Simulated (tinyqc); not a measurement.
# p-n diode, drift-diffusion by the Gummel loop with Scharfetter-Gummel fluxes: effect of the length of the n side at fixed bias

Abrupt junction at x = 0, p side from -Lp, n side to Ln, ohmic contacts. psi is counted from the intrinsic level; n = ni exp((psi - phin)/Vt), p = ni exp((phip - psi)/Vt). Contacts: p side psi = V - Vt ln(Na/ni), p = Na, n = ni^2/Na; n side psi = Vt ln(Nd/ni), n = Nd, p = ni^2/Nd. Constant mobilities, D = mu Vt, Boltzmann statistics, SRH recombination through a mid-gap level, U = (n p - ni^2)/(tp (n + ni) + tn (p + ni)). Current is positive from the p contact to the n contact.

ni = sqrt(Nc Nv) exp(-Eg/(2 Vt)), Eg in volts. Poisson and both continuity equations are solved self-consistently with Scharfetter-Gummel fluxes on a graded mesh of 500 nodes. J_scr is q times the integral of U between -xp and xn. Ideal diffusion current J_id = q ni^2 [Dn coth(wp/Le)/(Le Na) + Dp coth(wn/Lh)/(Lh Nd)] (exp(V/Vt) - 1), Le = sqrt(Dn tn), Lh = sqrt(Dp tp), wp = Lp - xp, wn = Ln - xn, with xp and xn from the depletion approximation (W = sqrt(2 eps0 eps_r (Vbi - V)(1/Na + 1/Nd)/q), xp = W Nd/(Na + Nd), xn = W Na/(Na + Nd), Vbi = Vt ln(Na Nd/ni^2)). Ideality factor = 0.004 V/(Vt ln[J(V + 0.004 V)/J(V)]).

Values chosen for this exercise; band and dielectric values close to those of In0.53Ga0.47As: temperature T = 350 K; band gap Eg = 0.75 eV; relative permittivity eps_r = 13.9; conduction-band density of states at T Nc = 2.65e17 cm^-3; valence-band density of states at T Nv = 9.75e18 cm^-3; acceptor density of the p side Na = 4.7e15 cm^-3; donor density of the n side Nd = 6.6e16 cm^-3; electron mobility mun = 8000 cm^2/(V s); hole mobility mup = 210 cm^2/(V s); SRH lifetime of electrons tn = 1e-9 s; SRH lifetime of holes tp = 6e-8 s; length of the p side Lp = 7.2 um; uniform generation rate G = 0 cm^-3 s^-1; bias of the p contact V = 0.25 V.

Constants: q = 1.602176634e-19 C, kB = 1.380649e-23 J/K, Vt = kB T/q, eps0 = 8.8541878128e-14 F/cm where lengths are in cm. Results are converted to the units shown.

Results:

| Ln (um) | J (A/cm^2) | ideality factor | J_scr/J (%) | J_id (A/cm^2) | share recombining at the contacts (%) | larger minority/doping at -xp and xn |
|---|---|---|---|---|---|---|
| 0.8 | 2.60 | 1.16 | 1.96 | 3.11 | 54.0 | 0.00891 |
| 1.3 | 2.59 | 1.16 | 1.97 | 3.10 | 53.8 | 0.00892 |
| 2.2 | 2.58 | 1.16 | 1.98 | 3.09 | 53.7 | 0.00893 |
| 3.6 | 2.58 | 1.16 | 1.98 | 3.08 | 53.6 | 0.00893 |
| 5.9 | 2.58 | 1.16 | 1.98 | 3.08 | 53.5 | 0.00893 |
| 16 | 2.58 | 1.16 | 1.98 | 3.08 | 53.4 | 0.00893 |

Estimate the missing row, Ln = 9.7 um.

Computed row:

| Ln (um) | J (A/cm^2) | ideality factor | J_scr/J (%) | J_id (A/cm^2) | share recombining at the contacts (%) | larger minority/doping at -xp and xn |
|---|---|---|---|---|---|---|
| 9.7 | 2.58 | 1.16 | 1.98 | 3.08 | 53.5 | 0.00893 |

With this row back in the table: As Ln rises from 0.8 to 16, J falls from 2.60 to 2.58 A/cm^2, the share of the depleted layer rises from 1.96 to 1.98 % and the share lost at the contacts falls from 54.0 to 53.4 %. The exponent d ln J/d ln Ln is -0.01 between the first two rows and 0.00 between the last two. J less J_scr is 18 % below J_id in the last row.

tinyqc, about 0.2 s, one thread, Intel Xeon 2.30GHz (shared host): `OMP_NUM_THREADS=1 python tinyqc.py 2240158 2240159 out.jsonl`
